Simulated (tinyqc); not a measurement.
Reverse leakage of an n+-p junction: diffusion, generation, trap-assisted and band-to-band tunnelling: one step of the calculation.

One-sided abrupt junction in the depletion approximation, x from the junction (0) to W on the p side, field F = F0 (1 - x/W). Flat quasi-Fermi levels, long p side. Traps generate through SRH with both lifetimes shortened by 1 + Gamma (Hurkx enhancement, form for moderate fields); band-to-band generation is local and needs a total bending above Eg.

Question. Current components. u = (Vbi + VR)(1 - x/W)^2, p = Na exp(-u/Vt), n = Nd exp((u - Vbi - VR)/Vt); G0 = ni^2 (1 - exp(-VR/Vt))/(tau (n + p + 2 ni cosh(Et/Vt))); Gamma = 2 sqrt(3 pi)(F/FG) exp((F/FG)^2); trap-assisted part G0 Gamma; G_bb = Ab F^2.5 exp(-Bb/F) with F in V/cm, zero unless Vbi + VR > Eg. 15 equal steps.

Each current is q times the trapezoid sum of its rate; J adds J_diff; J_bb under 1e-8 of the sum is given as 0.

Constants: q = 1.602176634e-19 C. Results are converted to the units shown.

```
point     x (nm)  G0 (cm^-3 s^-1)  G0 Gamma (cm^-3 s^-1)  G_bb (cm^-3 s^-1)
0        0.00000      2.2540933e5            9.5351685e5      1.6326960e-13
1       10.17816      4.0634851e8            1.5486028e9      1.6775188e-16
2       20.35633     4.3661682e11           1.4950785e12      6.0627713e-20
3       30.53449     2.2154508e14           6.7924918e14      5.9425888e-24
4       40.71265     1.0511951e15           2.8726726e15                 ~0
5       50.89082     1.0615540e15           2.5706048e15                 ~0
6       61.06898     1.0583334e15           2.2537207e15                 ~0
7       71.24714     8.4797498e14           1.5722033e15                 ~0
8       81.42530     8.0587265e13           1.2836880e14                 ~0
9       91.60347     3.0182965e12           4.0562647e12                 ~0
10     101.78163     1.7616497e11           1.9466127e11                 ~0
11     111.95979     1.7199843e10           1.5038693e10                 ~0
12     122.13796      2.8158983e9            1.8308729e9                 ~0
13     132.31612      7.7312744e8            3.3308432e8                 ~0
14     142.49428      3.5598461e8            7.6404018e7                  0
15     152.67245      2.7488935e8                      0                  0
```

J_diff = 2.1799748e-13 A/cm^2

Wanted: J_SRH; J_TAT; J_bb; J.

Answer.

J_SRH = 7.053e-10 A/cm^2
J_TAT = 1.644e-9 A/cm^2
J_bb = 0 A/cm^2
J = 2.350e-9 A/cm^2

Range of the model: The n+ side is degenerate, so Vbi from Boltzmann statistics is only a guide.

tinyqc, about 0.01 s, one thread, Intel Xeon 2.30GHz (shared host): `OMP_NUM_THREADS=1 python tinyqc.py 2290061 2290062 out.jsonl`

~0 in a residual or rate marks an entry under 1e-11 of the largest of its column.
